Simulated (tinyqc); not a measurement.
Changing the temperature T: kinetic Monte Carlo and master equation for a particle on a ring of sites with traps and bias. Computed by tinyqc, a small Python program. Command: `OMP_NUM_THREADS=1 python tinyqc.py 3016467 3016468 out.jsonl kmc sweep`. One thread of a shared host (Intel(R) Xeon(R) Processor @ 2.30GHz), about 0.01 s of CPU time with the checks.

7 sites on a ring, numbered 1 to 7. The saddle between i and i+1 lies at E0 + s b_i and site i at s eps_i; a force F tilts the landscape, with the saddle half-way.

Inputs (values chosen for the exercise, for a model defect):

| quantity | value | unit |
|---|---|---|
| reference barrier E0 | 0.62 | eV |
| scale factor s of the disorder | 1 | - |
| attempt frequency nu | 14 | THz |
| site spacing a | 3.9 | angstrom |
| force F along the ring | 0.0017 | eV/angstrom |

Disorder: random barriers.

site energies eps_i (eV): 0  0  0  0  0  0  0

saddle shifts b_i between sites i and i+1 (eV): 0.066  0.045  -0.026  -0.044  -0.019  -0.072  -0.013

Constants: k_B = 8.617333262e-05 eV/K.

Method:
- Rates: k(i to i+1) = nu exp(-(E0 + s b_i - s eps_i - F a/2)/(k_B T)), k(i to i-1) = nu exp(-(E0 + s b_(i-1) - s eps_i + F a/2)/(k_B T)).
- Share right = k right/(k right + k left); mean stay = 1/(k right + k left).
- Master equation dP/dt = W P, W_(i+1,i) = k right, W_(i-1,i) = k left, columns summing to zero. The steady state is its null vector; drift v = a sum P_i (k right - k left). D = a^2 lambda''(0)/2, where lambda(q) is the leading eigenvalue of W with right hops weighted by exp(q) and left hops by exp(-q).
- The slowest relaxation rate is minus the real part of the next eigenvalue of W. 1 angstrom = 1e-8 cm.
- At zero force D0 = a^2 nu exp(-E0/(k_B T)) / [<exp(-s eps/(k_B T))> <exp(s b/(k_B T))>], with means over the ring; Einstein relation v = D0 F/(k_B T); 1 angstrom = 1e-8 cm.

One run for each value:

| temperature T (K) | zero-force diffusivity D0 (cm^2/s) | D0 over the value without disorder | drift velocity v (cm/s) |
|---|---|---|---|
| 300 | 2.8287e-13 | 0.34584 | 1.8652e-06 |
| 360 | 2.1303e-11 | 0.47841 | 1.1696e-04 |
| 440 | 1.0479e-09 | 0.62165 | 4.7041e-03 |
| 530 | 1.9982e-08 | 0.73785 | 7.4442e-02 |
| 650 | 2.7835e-07 | 0.83850 | 8.4529e-01 |
| 790 | 2.1431e-06 | 0.90794 | 5.3538e+00 |
| 970 | 1.2243e-05 | 0.95703 | 2.4906e+01 |
| 1200 | 5.2398e-05 | 0.98842 | 8.6156e+01 |

Over the rows, zero-force diffusivity D0 (cm^2/s) rises from 2.83e-13 to 5.24e-5 (exponent d ln y / d ln x 24 between the first rows and 6.8 between the last); D0 over the value without disorder rises from 0.346 to 0.988 (exponent d ln y / d ln x 1.8 between the first rows and 0.15 between the last); drift velocity v (cm/s) rises from 1.87e-6 to 86.2 (exponent d ln y / d ln x 23 between the first rows and 5.8 between the last). The apparent barrier of D0 is 0.670 eV between the coldest rows and 0.634 eV between the hottest; at low T it tends to the highest saddle minus the deepest site, 0.686 eV, at high T to the mean difference, 0.611 eV.

Extremes, crossings and ranges named in words are read from the listed rows.
